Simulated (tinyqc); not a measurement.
Plane-averaged potentials: correction of a charged-defect supercell by a model charge and potential alignment (plane-averaged potentials). Computed by tinyqc, a small Python program. Command: `OMP_NUM_THREADS=1 python tinyqc.py 3114214 3114215 out.jsonl align walk`. One thread of a shared host (Intel(R) Xeon(R) Processor @ 2.30GHz), about 0.01 s of CPU time with the checks.

The "true" defect charge is (1 - x) q in a Gaussian of width sigma plus x q in one of width sigma_t, so the exact answer is known; the correction sees only a single model Gaussian of width sigma_m. A Gaussian of width s has the transform rho(G) = exp(-G^2 s^2/2), normalised to 1. A uniform background cancels q, so G = 0 is left out. Potentials are those felt by a unit positive charge. E_0 is the formation energy of the isolated defect, E_cell its value in the supercell, E_lat = E_iso - E_per of the model charge, C the true less the model potential far from the defect; the exact correction is E_0 - E_cell, and the error of a scheme is E_cell plus its correction less E_0.

Inputs (values chosen for the exercise, with screening close to that of silicon): defect charge q = -2 e; dielectric constant eps = 12.2; edge of the cubic cell L = 16.2 angstrom; width sigma of the true defect charge = 1.4 angstrom; width sigma_m of the model charge = 1.3 angstrom; share x of the charge in a wide tail = 0; width sigma_t of the tail = 2.4 angstrom.

Constants: e^2/(4 pi eps_0) = 14.39964548 eV angstrom.

Method. Plane-averaged potential at distance z from the defect: V(z) = (4 pi q/(eps L^3)) (e^2/(4 pi eps_0 e)) sum_(m != 0) rho(G_m) cos(G_m z)/G_m^2, G_m = 2 pi m/L, |m| <= 40.

Potentials (V):
```
z/L   z (angstrom)       true      model  difference
0.00          0.00  -0.096300  -0.099868   0.0035674
0.05          0.81  -0.088308  -0.091132   0.0028238
0.10          1.62  -0.067344  -0.068596   0.0012519
0.15          2.43  -0.040046  -0.039996  -0.0000494
0.20          3.24  -0.012386  -0.011698  -0.0006879
0.25          4.05   0.012324   0.013215  -0.0008912
0.30          4.86   0.032847   0.033782  -0.0009348
0.35          5.67   0.048860   0.049801  -0.0009412
0.40          6.48   0.060303   0.061245  -0.0009419
0.45          7.29   0.067170   0.068112  -0.0009419
0.50          8.10   0.069459   0.070401  -0.0009419
```

The difference moves by 0.00 mV between z/L = 0.4 and 0.5: a plateau.
